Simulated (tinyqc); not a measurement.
From results back to parameters: averaged masses of warped heavy- and light-hole bands. Three cases, with inputs chosen for the exercise.

Problem. For B along [111] the central orbits have s = 1/4 all round, so the cyclotron masses are 1/(g1 -/+ sqrt(g2^2 + 3 g3^2)). They are given with the heavy-hole mass along [100], 1/(g1 - 2 g2); g2 and g3 are positive.

Case 1.

heavy and light cyclotron mass for B along [111]; heavy mass along [100] (m0): 0.4875927  0.0263650  0.3278689

Case 2.

heavy and light cyclotron mass for B along [111]; heavy mass along [100] (m0): 0.6609693  0.0802113  0.3484321

Case 3.

heavy and light cyclotron mass for B along [111]; heavy mass along [100] (m0): 0.4066118  0.0148455  0.2557545

Find: g1; sqrt(g2^2 + 3 g3^2); g2; g3.

Solution. The mean of the two inverse cyclotron masses is g1 and half their difference is the root; g2 = (g1 - 1/m[100])/2, and g3 follows.

Case 1.

g1 = 19.99
sqrt(g2^2 + 3 g3^2) = 17.939
g2 = 8.47
g3 = 9.13

Case 2.

g1 = 6.99
sqrt(g2^2 + 3 g3^2) = 5.477
g2 = 2.06
g3 = 2.93

Case 3.

g1 = 34.91
sqrt(g2^2 + 3 g3^2) = 32.451
g2 = 15.50
g3 = 16.46

Computed by tinyqc, one run a case: `OMP_NUM_THREADS=1 python tinyqc.py N N+1 out.jsonl` with N = 1080165, 1080176, 1080219; one thread of a shared Intel(R) Xeon(R) Processor @ 2.30GHz, about 0.03 s a run at most.
